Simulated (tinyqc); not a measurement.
Worked calculation: Hueckel theory of the pi electrons with the omega technique, for the molecule C1=CC=CC=CC=C1 (SMILES; centres numbered as the heavy atoms are written). Computed by tinyqc, a small Python program that keeps every step. Settings: charge = 0, omega = 1.4, damping = 0.3. Command: `OMP_NUM_THREADS=1 python tinyqc.py 31493 31494 out.jsonl` (the two numbers bound the seeds that draw the settings). One thread of a shared host (Intel(R) Xeon(R) Processor @ 2.60GHz), about 0.01 s of CPU time with the checks.

## The Hueckel matrix

Centres:
```
centre  z_r, pi electrons of the neutral centre       h
1C                                            1  0.0000
2C                                            1  0.0000
3C                                            1  0.0000
4C                                            1  0.0000
5C                                            1  0.0000
6C                                            1  0.0000
7C                                            1  0.0000
8C                                            1  0.0000
```

Bonds:
```
i  j  k
1  2  1
2  3  1
3  4  1
4  5  1
5  6  1
6  7  1
7  8  1
8  1  1
```

H_rr = alpha + h_r beta, H_rs = k_rs beta for bonded centres.

Hueckel matrix in units of beta (H = alpha + beta A), lower triangle:
```
        1C      2C      3C      4C      5C      6C      7C      8C
1C  0.0000
2C  1.0000  0.0000
3C  0.0000  1.0000  0.0000
4C  0.0000  0.0000  1.0000  0.0000
5C  0.0000  0.0000  0.0000  1.0000  0.0000
6C  0.0000  0.0000  0.0000  0.0000  1.0000  0.0000
7C  0.0000  0.0000  0.0000  0.0000  0.0000  1.0000  0.0000
8C  1.0000  0.0000  0.0000  0.0000  0.0000  0.0000  1.0000  0.0000
```

## Orbitals, round 1

pi electrons, sum of z_r less the charge = 8

Diagonalise; E = alpha + x beta with beta < 0, so the largest x are filled first; degenerate levels share their electrons. P = sum n_i c_ri c_si; each orbital has its largest coefficient positive (the first on a tie).

x values: 2.0000  1.4142  1.4142  0.0000  0.0000  -1.4142  -1.4142  -2.0000

occupations: 2.0000  2.0000  2.0000  1.0000  1.0000  0.0000  0.0000  0.0000

coefficients:
```
       MO1      MO2      MO3      MO4      MO5      MO6      MO7      MO8
1C  0.3536  -0.0641   0.4959   0.1831   0.4653   0.0000   0.5000   0.3536
2C  0.3536   0.3053   0.3960   0.4653  -0.1831  -0.3536  -0.3536  -0.3536
3C  0.3536   0.4959   0.0641  -0.1831  -0.4653   0.5000   0.0000   0.3536
4C  0.3536   0.3960  -0.3053  -0.4653   0.1831  -0.3536   0.3536  -0.3536
5C  0.3536   0.0641  -0.4959   0.1831   0.4653   0.0000  -0.5000   0.3536
6C  0.3536  -0.3053  -0.3960   0.4653  -0.1831   0.3536   0.3536  -0.3536
7C  0.3536  -0.4959  -0.0641  -0.1831  -0.4653  -0.5000   0.0000   0.3536
8C  0.3536  -0.3960   0.3053  -0.4653   0.1831   0.3536  -0.3536  -0.3536
```

charge and bond-order matrix P, lower triangle:
```
         1C       2C       3C       4C       5C      6C      7C      8C
1C   1.0000
2C   0.6036   1.0000
3C   0.0000   0.6036   1.0000
4C  -0.1036   0.0000   0.6036   1.0000
5C   0.0000  -0.1036   0.0000   0.6036   1.0000
6C  -0.1036   0.0000  -0.1036   0.0000   0.6036  1.0000
7C   0.0000  -0.1036   0.0000  -0.1036   0.0000  0.6036  1.0000
8C   0.6036   0.0000  -0.1036   0.0000  -0.1036  0.0000  0.6036  1.0000
```

Within a degenerate level the vectors are fixed only up to a rotation; this is one choice.

## Omega technique, round 1

h_r = h_r(0) + omega q_r, omega = 1.4, with q_r = z_r - P_rr; 0.3 of the old diagonal is kept.

matrix after round 1, lower triangle:
```
        1C      2C      3C      4C      5C      6C      7C      8C
1C  0.0000
2C  1.0000  0.0000
3C  0.0000  1.0000  0.0000
4C  0.0000  0.0000  1.0000  0.0000
5C  0.0000  0.0000  0.0000  1.0000  0.0000
6C  0.0000  0.0000  0.0000  0.0000  1.0000  0.0000
7C  0.0000  0.0000  0.0000  0.0000  0.0000  1.0000  0.0000
8C  1.0000  0.0000  0.0000  0.0000  0.0000  0.0000  1.0000  0.0000
```

## Convergence

Each round sets h_r = h_r(0) + omega (z_r - P_rr), keeping the share named as damping of the old diagonal; repeat until output and input diagonals agree to 1e-6.

Rounds:
```
round  sum n x  largest |h(out) - h(in)|
1       9.6569                  9.33e-16
```

Converged in 1 rounds.

## Energy, charges, bond orders

E = sum n x; q_r = z_r - P_rr; bond order p = P_rs; free valence = sqrt(3) - sum of p over the bonds of the atom.

pi energy = 8 alpha + this times beta = 9.6569

pi charges: 1C 0.0000, 2C 0.0000, 3C 0.0000, 4C 0.0000, 5C 0.0000, 6C 0.0000, 7C 0.0000, 8C 0.0000

Bond orders and lengths from R = 1.517 - 0.180 p (angstrom, C-C alone):
```
bond       p       R
1-2   0.6036  1.4084
2-3   0.6036  1.4084
3-4   0.6036  1.4084
4-5   0.6036  1.4084
5-6   0.6036  1.4084
6-7   0.6036  1.4084
7-8   0.6036  1.4084
8-1   0.6036  1.4084
```

free valence of the carbons: 1C 0.5249, 2C 0.5249, 3C 0.5249, 4C 0.5249, 5C 0.5249, 6C 0.5249, 7C 0.5249, 8C 0.5249

gap between the highest filled and the next level = 1.4142 |beta|
